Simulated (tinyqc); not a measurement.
Heisenberg spin cluster by exact diagonalisation: multiplets, susceptibility, level crossings: one step, computed by the program tinyqc. Command: `OMP_NUM_THREADS=1 python tinyqc.py 3023808 3023809 out.jsonl spincl walk`. One thread of a shared host (Intel(R) Xeon(R) Processor @ 2.30GHz), about 0.01 s of CPU time with the checks.

H = J1 sum S_i.S_j over the bonds 1-2, 2-3 + J2 sum over 1-3 - g mu_B B S_z; J > 0 is antiferromagnetic.

Problem. Thermal averages at zero field. Z = sum k (2S + 1) exp(-E/(k_B T)) over the table, k the number of multiplets; <S^2> likewise with the factor S (S + 1); chi T = N_A g^2 mu_B^2 <S^2>/(3 k_B) = 0.125049 g^2 <S^2> cm^3 K/mol (cgs, per mole of clusters); C = (<E^2> - <E>^2)/(k_B T)^2; entropy = ln Z + <E>/(k_B T).

Inputs (values chosen for the exercise, for a model cluster): g factor = 1.96; temperature T = 2.7 K.

Cluster: triangle, two J1 bonds and one J2 bond. Spin s of each site: 0.5.

Levels at B = 0:
```
E (meV)  total S  number of multiplets
-0.2480      1.5                     1
-0.1275      0.5                     1
0.6235       0.5                     1
```

Constants: k_B = 8.617333262e-05 eV/K.

Give: <S^2>; chi T; heat capacity; entropy.

Solution.

<S^2> = 3.041

chi T = 1.461 cm^3 K/mol

heat capacity = 0.1645 k_B

entropy = 1.808 k_B

Free spins would give <S^2> = 2.25 and the entropy 2.079 k_B; chi T is 135 % of the free value.
